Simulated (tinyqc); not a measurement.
Energy relaxation with and without hot phonons: decay of LO phonons and the hot-phonon bottleneck in the cooling of electrons. Computed by tinyqc, a small Python program. Command: `OMP_NUM_THREADS=1 python tinyqc.py 3023756 3023757 out.jsonl hotphonon walk`. One thread of a shared host (Intel(R) Xeon(R) Processor @ 2.30GHz), about 0.01 s of CPU time with the checks.

n(E, T) = 1/(exp(E/(k_B T)) - 1) is the Bose occupation. Electrons have a temperature T_e; the LO modes within their reach share one occupation N; the decay products stay at the lattice temperature.

Inputs (values chosen for the exercise, modelled on indium arsenide):
```
quantity                                             value    unit
LO energy hbar omega                                  29.4     meV
lifetime at T = 0, tau_0                                 9      ps
share f of the energy in the softer product           0.22       -
lattice temperature T                                  300       K
electron mass m*                                    0.0248     m_0
eps_inf                                               12.3       -
static dielectric constant eps_s                      14.8       -
electron density n                                   2e+17  1/cm^3
density of LO modes that the electrons reach, N_m  8.6e+19  1/cm^3
```

Decay channel: two unequal phonons (Ridley).

Constants: k_B = 8.617333262e-05 eV/K; c = 299792458 m/s; e^2/(4 pi eps_0) = 14.39964548 eV angstrom; hbar^2/(2 m_0) = 3.80998212 eV angstrom^2; hbar = 6.582119569e-16 eV s; e = 1.602176634e-19 C; k_B = 1.380649e-23 J/K.

Method:
- Decay rate 1/tau = (1/tau_0) [1 + n(f hbar omega) + n((1 - f) hbar omega)].
- Full width Gamma = 1/(2 pi c tau) in 1/cm, c in cm/s.
- Froehlich coupling alpha = (e^2/(4 pi eps_0)) (1/eps_inf - 1/eps_s) k_0/(2 hbar omega), k_0 = sqrt(m* hbar omega/(hbar^2/(2 m_0))); emission time tau_sp = hbar/(2 alpha hbar omega); bottleneck ratio r = (n/N_m) tau/tau_sp.
- Net emission per electron: [(N + 1) x - N]/tau_sp with x = exp(-hbar omega/(k_B T_e)), a simple two-level balance; steady state of the modes: n [(N + 1) x - N]/tau_sp = N_m (N - N_0)/tau; power per electron P = hbar omega [(N + 1) x - N]/tau_sp.
- P(T_e) = (hbar omega/tau_sp) [(N_0 + 1) x - N_0]/[1 + r (1 - x)], and r = 0 without hot phonons; energy relaxation time tau_E = (3/2) k_B (T_e - T)/P.

emission time tau_sp = 240.604 fs

equilibrium LO occupation N_0 = 0.472108

bottleneck ratio r = 0.0166711

phonon lifetime tau = 1.72479 ps

Cooling:
```
T_e (K)  P, cold phonons (nW)  P, hot phonons (nW)   ratio  tau_E (ps)        N
330                    1.0067              0.99600  1.0107     0.62379  0.47296
380                    2.5002               2.4758  1.0099     0.66919  0.47422
450                    4.2603               4.2229  1.0089     0.73562  0.47570
600                    7.0783               7.0275  1.0072     0.88409  0.47809
800                    9.5714               9.5163  1.0058      1.0881  0.48021
1100                   11.892               11.839  1.0044      1.3994  0.48219
1600                   14.043               13.998  1.0032      1.9233  0.48403
2300                   15.604               15.569  1.0023      2.6605  0.48537
```

Reabsorption cuts the loss by a factor 1.01 at the lowest T_e and 1.00 at the highest; the factor is 1 + r (1 - x) with r = 0.0167. tau_E runs from 0.62 to 2.7 ps, with its shortest value, 0.62 ps, at T_e = 330 K, against tau_sp = 240 fs and a phonon lifetime of 1.7 ps. Pauli blocking is left out, as are upper valleys and non-parabolic bands, which can matter above about 1000 K.

Extremes, crossings and ranges named in words are read from the listed rows.
